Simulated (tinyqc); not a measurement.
# Input admittance of a MOSFET at zero drain bias: distributed channel and distributed gate: what changes with what

Source and drain grounded, strong inversion, w = 2 pi f, Cox = eps0 eox/tox. The channel is an RC line of resistance 1/(mu Cox Vo) per square fed from both ends, so one finger has the intrinsic admittance y = i w Cox L tanh(g)/g per width, g = (1/2) sqrt(i w tau), tau = L^2/(mu Vo). The vertical resistance rv/L is in series with y, the overlaps 2 i w Cov in parallel: y_t = 1/(1/y + rv/L) + 2 i w Cov. The gate strip is a line of Rsh/L per length loaded by y_t, so a finger has Y = y_t Wf tanh(k)/k, k = (Wf/sd) sqrt(y_t Rsh/L); the device has Nf Y.

Parameters, values chosen for the exercise; values of the order met in silicon radio-frequency transistors:
- eox = 25.3 (relative permittivity of the gate insulator (close to zirconium oxide))
- tox = 12 nm (insulator thickness)
- L = 0.074 um (channel length)
- Wf = 7.6 um (finger width)
- Nf = 16 (number of fingers)
- mu = 150 cm^2/(V s) (channel mobility)
- Vo = 0.63 V (gate overdrive)
- Rsh = 39 ohm/square (sheet resistance of the gate)
- rv = 0 ohm um^2 (vertical resistivity of the gate stack)
- sd = 1 (number of ends at which a finger is contacted)
- Cov = 0.39 fF/um (overlap and fringe capacitance on each side)
- f = 0.68 GHz (frequency)

Constants: eps0 = 8.8541878128e-14 F/cm where lengths are in cm. Results are converted to the units shown.

Each table varies one quantity; the others keep the values above.

## Input impedance against frequency

Low-frequency limits, with c = Cox L and ct = c + 2 Cov: R_strip = Rsh Wf/(3 sd^2 L Nf), R_ch = (c/ct)^2 L/(12 mu Cox Vo Wf Nf), R_vert = (c/ct)^2 rv/(L Wf Nf), C = ct Wf Nf. Z = 1/(Nf Y) = R + 1/(i w C), Q = |Im Z|/R, far-point signal |1/cosh k|.

The same in every row: low-frequency R (ohm) = 83.56.

Input impedance against frequency:

| f (GHz) | w tau | \|k\| | R (ohm) | C (fF) | Q | signal at the far point |
|---|---|---|---|---|---|---|
| 0.007 | 2.549e-5 | 0.05379 | 83.56 | 262.8 | 1035 | 1.000 |
| 0.02 | 7.282e-5 | 0.09093 | 83.56 | 262.8 | 362.3 | 1.000 |
| 0.05 | 1.820e-4 | 0.1438 | 83.56 | 262.8 | 144.9 | 1.000 |
| 0.1 | 3.641e-4 | 0.2033 | 83.56 | 262.8 | 72.47 | 0.9999 |
| 0.4 | 0.001456 | 0.4066 | 83.55 | 262.7 | 18.13 | 0.9977 |
| 1 | 0.003641 | 0.6430 | 83.47 | 261.8 | 7.282 | 0.9860 |
| 3 | 0.01092 | 1.114 | 82.76 | 254.3 | 2.521 | 0.8916 |
| 7 | 0.02549 | 1.701 | 79.45 | 224.2 | 1.276 | 0.6417 |
| 20 | 0.07282 | 2.875 | 62.02 | 136.0 | 0.9437 | 0.2635 |

R falls from 83.6 to 62.0 ohm and C falls from 263 to 136 fF. Q goes as f^(-1.00) between the first two rows and f^(-0.29) between the last two, where w tau = 0.0728 and |k| = 2.88. The low-frequency limits hold both R and C within 5 % up to f = 3 GHz among the rows.

## Dividing a fixed width into fingers

Total width Wf Nf = 120 um; each finger also has a contact resistance Rc at each contacted end, which adds Rc/(sd Nf). The resistances are low-frequency limits, good while |k| is below about 1; the far-point signal is |1/cosh k| at f, without Rc.

The same in every row: R_ch + R_vert (ohm) = 0.1190.

Results:

| Nf | Wf (um) | R_strip (ohm) | Rc/(sd Nf) for Rc = 30 ohm (ohm) | sum (ohm) | signal at the far point |
|---|---|---|---|---|---|
| 1 | 120.0 | 2.108e4 | 30.00 | 2.111e4 | 0.005370 |
| 2 | 60.00 | 5270 | 15.00 | 5285 | 0.1034 |
| 4 | 30.00 | 1318 | 7.500 | 1325 | 0.4797 |
| 8 | 15.00 | 329.4 | 3.750 | 333.3 | 0.9126 |
| 16 | 7.500 | 82.35 | 1.875 | 84.34 | 0.9938 |
| 64 | 1.875 | 5.147 | 0.4688 | 5.734 | 1.000 |
| 128 | 0.9375 | 1.287 | 0.2344 | 1.640 | 1.000 |

Estimate the missing row, Nf = 32.

Computed row:

| Nf | Wf (um) | R_strip (ohm) | Rc/(sd Nf) for Rc = 30 ohm (ohm) | sum (ohm) | signal at the far point |
|---|---|---|---|---|---|
| 32 | 3.750 | 20.59 | 0.9375 | 21.64 | 0.9996 |

With this row back in the table: R_strip falls as 1/Nf^2, from 21100 to 1.29 ohm, the contact term as 1/Nf, and R_ch + R_vert stays at 0.119 ohm since the total width is fixed. The sum stays over 1.5 times that floor in every row. More fingers add wiring capacitance, which is left out.

Program tinyqc, `OMP_NUM_THREADS=1 python tinyqc.py 2262028 2262029 out.jsonl`; Intel Xeon 2.30GHz, shared host, one thread, about 0.01 s.
